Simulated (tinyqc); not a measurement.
What moves the results: Lorentz oscillators and the Kramers-Kronig relations. A value that a table varies takes the place of the one given here.

eps(E) = 1 + sum_j S_j/(E0_j^2 - E^2 - i G_j E).

Kramers-Kronig: eps1(E) = 1 + (2/pi) P integral_0^infinity E1 eps2(E1)/(E1^2 - E^2) dE1. Maclaurin rule on the grid E_j = j h, j = 1 .. M: eps1(E_i) = 1 + (4 h/pi) sum over j with j - i odd of E_j eps2(E_j)/(E_j^2 - E_i^2); nothing is added above E_M.

n + i k = sqrt(eps1 + i eps2) with k >= 0; R = ((n - 1)^2 + k^2)/((n + 1)^2 + k^2) at normal incidence from vacuum; alpha = 2 E k/(hbar c), times 1e8 for 1/cm; loss function Im(-1/eps) = eps2/(eps1^2 + eps2^2).

Constants: hbar c = 1973.269805 eV angstrom.

Values chosen for the exercise:
- E0 = (6.82, 8.42) eV (resonances)
- G = (0.67, 1.28) eV (widths)
- S = (35.3, 62.1) eV^2 (strengths)
- h = 1 eV (grid step)
- M = 40 (grid points E_j = j h)
- E_t = 1.5 eV (energy below the first line)
- E = 5.5 eV (photon energy)

## Numerical transform against the formula

Every third grid point is listed; the error is the transform minus the formula.

Dielectric function:
```
E (eV)   eps2  eps1 formula  eps1 transform   error
2.00    0.062         2.756           3.114   0.358
5.00    0.435         3.929           3.343  -0.586
8.00    4.738         1.965          -0.863  -2.828
11.00   0.369        -0.618          -0.350   0.268
14.00   0.084         0.278           0.154  -0.124
17.00   0.035         0.573           0.639   0.067
20.00   0.018         0.713           0.662  -0.051
23.00   0.011         0.792           0.824   0.032
26.00   0.007         0.842           0.813  -0.028
29.00   0.005         0.875           0.894   0.019
32.00   0.004         0.899           0.880  -0.019
35.00   0.003         0.916           0.929   0.013
38.00   0.002         0.930           0.916  -0.014
```

The largest error listed is -2.828 at 8.00 eV. The rule samples every 2h = 2 eV and the narrowest line is 0.67 eV wide, so it is not resolved. The grid ends at 40 eV, where eps2 is still 0.002; the error at the last point listed, nearest the missing tail, is -0.014.

## How far the spectrum must be known

The integrals are done by adaptive quadrature and cut at E_cut. f-sum share: (2/pi) integral of E eps2 over sum S. Static share: (2/pi) integral of eps2/E over eps(0) - 1.

Cut integrals:
```
E_cut (eV)  eps1(E_t)  f-sum share  static share
6.7             1.496        0.152         0.289
9.3             2.560        0.796         0.915
12.6            2.680        0.923         0.987
16.8            2.695        0.952         0.996
25.3            2.699        0.971         0.999
42.1            2.701        0.984         1.000
```

eps1(E_t) from the formula = 2.701

Cut at 9.3 eV, just above the last line, eps1(E_t) lacks 0.141; cut at 42.1 eV it lacks 0.000. At 12.6 eV the static sum has reached 0.987 and the f-sum only 0.923: the f-sum weights eps2 by E and the static sum by 1/E, so the f-sum needs the far tail.

## Optical constants across the spectrum

Spectrum:
```
E (eV)    eps1   eps2      n      k      R   loss
1.26     2.681  0.036  1.637  0.011  0.058  0.005
2.99     2.935  0.112  1.714  0.033  0.069  0.013
4.71     3.683  0.340  1.921  0.089  0.100  0.025
6.43     6.980  3.903  2.737  0.713  0.244  0.061
8.15     1.507  5.480  1.896  1.445  0.276  0.170
9.87    -1.590  0.998  0.379  1.317  0.583  0.283
11.60   -0.323  0.251  0.207  0.605  0.545  1.500
13.32    0.163  0.109  0.424  0.129  0.170  2.833
15.04    0.410  0.060  0.642  0.047  0.048  0.348
16.76    0.557  0.037  0.747  0.025  0.021  0.119
18.49    0.653  0.025  0.808  0.015  0.011  0.058
20.21    0.720  0.018  0.848  0.010  0.007  0.034
```

Among the energies listed the largest values are at (eV): eps2 8.15; n 6.43; k 8.15; R 9.87; loss 13.32. eps1 crosses zero at 7.05, 7.20, 8.37 and 12.59 eV; the last crossing is upward and marks the plasmon, against sqrt(sum S) = 9.87 eV for free electrons.

## What each oscillator parameter does

At the energy E. Each row changes one parameter from the base and keeps the others.

Results:
```
case                     eps1   eps2      n      k      R
base                    4.548  0.725  2.139  0.169  0.134
E0 = (6.82, 8.841) eV   4.333  0.654  2.088  0.157  0.126
G = (0.67, 1.92) eV     4.496  0.840  2.129  0.197  0.134
S = (35.3, 74.52) eV^2  4.845  0.776  2.208  0.176  0.144
E = 5.775 eV            5.061  1.039  2.261  0.230  0.154
```

The largest shifts from the base row, up to three for each result and ties (the steps differ in size, so this ranks the rows, not the parameters). eps1: E +0.513, S +0.297, E0 -0.215. eps2: E +0.314, G +0.115, E0 -0.070. n: E +0.122, S +0.069, E0 -0.052. k: E +0.060, G +0.028, E0 -0.013. R: E +0.020, S +0.010, E0 -0.008; unchanged at the printed digits by G.

Run: tinyqc, `OMP_NUM_THREADS=1 python tinyqc.py 1650707 1650708 out.jsonl`; Intel(R) Xeon(R) Processor @ 2.30GHz, one thread, shared host; about 0.2 s of CPU time with all checks.
